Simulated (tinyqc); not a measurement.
Surface segregation during layer-by-layer epitaxy: two-layer exchange kinetics and the shape of quantum wells and delta layers: one step, computed by the program tinyqc. Command: `OMP_NUM_THREADS=1 python tinyqc.py 3017977 3017978 out.jsonl mbeseg walk`. One thread of a shared host (Intel(R) Xeon(R) Processor @ 2.30GHz), about 0.01 s of CPU time with the checks.

Atoms A and B exchange only between the growing layer and the one below it. B is supplied for N layers, then pure A follows.

Problem. The second layer. Each layer is deposited complete with B share x_dep and then exchanges for the time tau = 1/G with the layer below, whose share is b (total c = s + b fixed): ds/dt = p1 b (1 - s) - p2 s (1 - b), s(0) = x_dep. With the roots s1 < s2 of the right side, (s - s1)/(s - s2) = [(s(0) - s1)/(s(0) - s2)] exp(-(p1 - p2)(s2 - s1) tau). The lower layer is then buried with c - s, and s becomes the b of the next layer. Layer 1 is deposited on pure A with share x0; with nothing to lift from below, take b = 0 and s(0) = x0 for it. Then layer 2 has x_dep = x0.

Inputs (values chosen for the exercise, close to those used for antimony in silicon):
```
quantity                                   value      unit
growth rate G                               0.23  layers/s
share x0 of B in the flux during the well   0.14         -
layers in the well N                          10         -
temperature T                                340         C
```

p1 = 0.001097828 1/s

p2 = 1.284821e-08 1/s

Give: share in layer 1 after its exchange; root s1 for layer 2; root s2 for layer 2; share in layer 2 after its exchange; share buried in layer 1.

Solution.

share in layer 1 after its exchange = 0.14000

root s1 for layer 2 = 0.28000

root s2 for layer 2 = 1.0000

share in layer 2 after its exchange = 0.14057

share buried in layer 1 = 0.13943
